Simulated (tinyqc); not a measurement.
Voltage acceleration of oxide breakdown, four models on the same data: two steps of the calculation.

Field E = V/tox in MV/cm. Models: ln(t63/1 s) = a - c X with X = E (E model), -1/E (1/E model), ln V (power law, c the exponent n) or sqrt(E).

Parameters, values chosen for the exercise:
- tox = 5.1 nm (oxide thickness)
- Vu = 2.3 V (use voltage)
- Ts = 373 K (stress temperature)
- Tu = 378 K (use temperature)
- Ea = 0.64 eV (activation energy)
- ks = 6.1e-5 (factor for area and percentile)

Constants: q = 1.602176634e-19 C, kB = 1.380649e-23 J/K. Results are converted to the units shown.

Question 1. Fitting the models. The three stress times were made with the 1/E model, c = 284, and are treated as data. For each model fit ln t63 on X by least squares over the three points.

```
stress	V (V)	t63 (s)
0	3.91	14850
1	4.4	240
2	5.46	0.4025
```

Wanted: c; a; largest misfit in ln t63 (0: below 0.002).

Answer 1.

```
model	c	a	largest misfit in ln t63 (0: below 0.002)
E	3.3982	35.310	0.51081
1/E	284.00	-27.437	0.00000
power	31.262	52.062	0.26369
sqrt E	20.646	66.511	0.38963
```

The worst misfit of any model is 0.51 in ln t63, a factor of 1.67 in time, comparable to the scatter of t63 from small samples, so such data hardly tell the models apart.

Question 2. Projection to use conditions. Project to Vu, multiply by exp[(Ea q/kB)(1/Tu - 1/Ts)] and by ks; ten years are 3.15576e8 s. The largest voltage for ten years solves the same relation for V.

```
model	c	a
E	3.3982344	35.309554
1/E	283.99526	-27.437063
power	31.261583	52.061637
sqrt E	20.645556	66.511477
```

Wanted: temperature factor; lifetime; largest voltage for ten years.

Answer 2.

temperature factor = 0.7685

```
model	lifetime (years)	largest voltage for ten years (V)
E	7.094e-4	0.8662
1/E	4026	2.542
power	0.2977	2.055
sqrt E	0.01039	1.636
```

The lifetimes span 6.75 decades, from the E model (most cautious) to the 1/E model; the allowed voltage spans 0.866 to 2.54 V. 1 of the four models pass ten years at Vu. Lifetimes beyond a thousand years are formal extrapolations.

Range of the model: All four laws are empirical fits; none is established far below the stress range.

tinyqc, about 0.01 s, one thread, Intel Xeon 2.30GHz (shared host): `OMP_NUM_THREADS=1 python tinyqc.py 2070167 2070168 out.jsonl`
